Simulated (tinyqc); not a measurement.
# Free and trapped electrons in a MOS channel with a dense trap tail: effect of the temperature

p-type body, charge-sheet picture, full ionisation (an idealisation for deep acceptors), Boltzmann statistics for free electrons. e = Ec - EF at the surface. Acceptor-like traps of density D(E) = D0 + De exp(-E/Ew) at depth E below Ec, from 0 to Eu, hold n_t = integral of D(E)/(1 + exp((e - E)/Vt)). psi = Eg - Vt ln(Nv/Na) - e; N_dep = sqrt(2 eps0 eps_r Na (psi - Vt)/q); n_f = sqrt(N_dep^2 + 2 eps0 eps_r Vt Nc exp(-e/Vt)/q) - N_dep; Vg = Vfb + psi + q (N_dep + n_t + n_f)/Cox, Cox = eps0 eox/tox.

Nc and Nv are given at 400 K and scale as (T/400 K)^1.5; Eg, Vfb and mf are held fixed. VT is the Vg for n_f = 1e11 cm^-2; swing ln 10 n_f/(dn_f/dVg) at n_f = 1e8 cm^-2; the last three columns are for Vg = VT + 5.4 V, with free share n_f/(n_f + n_t) and field-effect mobility mf q (dn_f/dVg)/Cox; there EF is near the band edge, where Boltzmann statistics are rough.

Values chosen for this exercise; band and dielectric values close to those of 4H silicon carbide:
- Eg = 3.21 eV (band gap)
- eps_r = 9.88 (relative permittivity)
- Nc = 2.6e19 cm^-3 (conduction-band density of states at the reference temperature)
- Nv = 3.77e19 cm^-3 (valence-band density of states at the reference temperature)
- eox = 3.9 (relative permittivity of the insulator)
- tox = 68 nm (insulator thickness)
- Na = 1.9e17 cm^-3 (acceptor density)
- Vfb = -2.05 V (flat-band voltage without trapped charge)
- D0 = 2.4e11 cm^-2 eV^-1 (constant background density of acceptor-like traps)
- De = 5e12 cm^-2 eV^-1 (density of the tail at the conduction edge)
- Ew = 0.06 eV (decay energy of the tail)
- Eu = 0.92 eV (depth below Ec down to which the traps reach)
- mf = 130 cm^2/(V s) (mobility of free electrons)

Constants: q = 1.602176634e-19 C, kB = 1.380649e-23 J/K, Vt = kB T/q, eps0 = 8.8541878128e-14 F/cm where lengths are in cm. Results are converted to the units shown.

Effect of the temperature:
```
T (K),e at VT (eV),VT (V),q n_t/Cox at VT (V),swing (mV/decade),n_f (cm^-2),free share (%),field-effect mobility (cm^2/(V s))
200,0.02081,10.73,1.345,192.2,1.688e12,76.77,128.0
250,0.03820,10.48,1.206,197.2,1.645e12,76.66,126.8
300,0.05783,10.24,1.078,211.4,1.609e12,76.79,125.5
350,0.07936,10.01,0.9659,233.2,1.582e12,77.16,124.1
400,0.1025,9.789,0.8714,260.2,1.564e12,77.75,122.7
450,0.1272,9.577,0.7923,290.7,1.551e12,78.50,121.6
500,0.1531,9.372,0.7262,323.5,1.543e12,79.34,120.6
550,0.1802,9.172,0.6703,358.1,1.538e12,80.24,119.8
```

What does the comparison show?

As T goes from 200 to 550, VT falls from 10.7 to 9.17 V, its part due to traps falls from 1.34 to 0.670 V, the swing rises from 192 to 358 mV/decade and the field-effect mobility falls from 128 to 120 cm^2/(V s). On heating the same n_f is reached with EF deeper in the gap, where fewer tail states are filled. For T = 200, 250 e is under 2 Vt already at VT, so VT too is rough.

Computed by the program tinyqc: `OMP_NUM_THREADS=1 python tinyqc.py 2222007 2222008 out.jsonl`, one thread of a shared Intel Xeon 2.30GHz, about 0.02 s for the whole run.
